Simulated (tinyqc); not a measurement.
CMOS latch-up, two-transistor model: one step of the calculation.

A parasitic pnp (emitter at Vdd, base shunted by Rw) and npn (emitter at ground, base shunted by Rs) feed each other: the npn collector current flows out of the pnp base node, the pnp collector current into the npn base node. Forward-active transistors with constant gains: Icn = Isn exp(Vn/Vt), Icp = Isp (exp(Vp/Vt) - 1). A current Ii is injected into the npn base node.

Task. The off branch. Node equations: Vp/Rw + Icp/bp = Icn and Vn/Rs + Icn/bn = Icp + Ii. Loop gain G = gn gp/[(1/Rw + gp/bp)(1/Rs + gn/bn)], gn = Icn/Vt, gp = (Icp + Isp)/Vt; the off state ends where G = 1, and Ii there is the trigger current. For each Vn: Icn, then Vp from the first equation, then Ii from the second.

Inputs (values chosen for the exercise); values close to those of bulk CMOS:

| symbol | value | unit | meaning |
|---|---|---|---|
| T | 293 | K | temperature |
| bn | 12.4 |  | current gain of the npn |
| bp | 4.8 |  | current gain of the pnp |
| Isn | 2.5e-16 | A | saturation current of the npn at T |
| Isp | 1.3e-16 | A | saturation current of the pnp at T |
| Rs | 70 | ohm | substrate resistance shunting the npn |
| Rw | 940 | ohm | well resistance shunting the pnp |
| Ii | 7.32 | mA | current injected into the substrate |

Constants: q = 1.602176634e-19 C, kB = 1.380649e-23 J/K, Vt = kB T/q. Results are converted to the units shown.

```
point,Vn (V)
0,0.523
1,0.603
2,0.653
3,0.683
4,0.703
5,0.723
6,0.738
7,0.753
```

Give: Icn; Vp; Icp; Ii; G.

Result.

```
point,Icn (mA),Vp (V),Icp (mA),Ii (mA),G
0,2.477e-4,2.328e-4,1.204e-15,7.471,3.354e-15
1,0.005887,0.005534,3.186e-14,8.615,9.822e-14
2,0.04265,0.04009,5.062e-13,9.332,2.774e-12
3,0.1399,0.1315,2.367e-11,9.768,3.334e-10
4,0.3090,0.2905,1.289e-8,10.07,3.844e-7
5,0.6823,0.6389,0.01268,10.37,0.7055
6,1.236,0.7669,2.016,8.626,12.11
7,2.239,0.7971,6.676,4.262,19.48
```

Ii peaks at 10.37 mA, at Vn = 0.7234 V where G = 1; beyond it the loop feeds itself.

Range of the model: Near the trigger Vn + Vp exceeds Vdd by over 0.35 V, so both collector junctions are forward biased and the forward-active model is out of range there.

Program tinyqc, `OMP_NUM_THREADS=1 python tinyqc.py 2670052 2670053 out.jsonl`; Intel Xeon 2.30GHz, shared host, one thread, about 0.05 s.
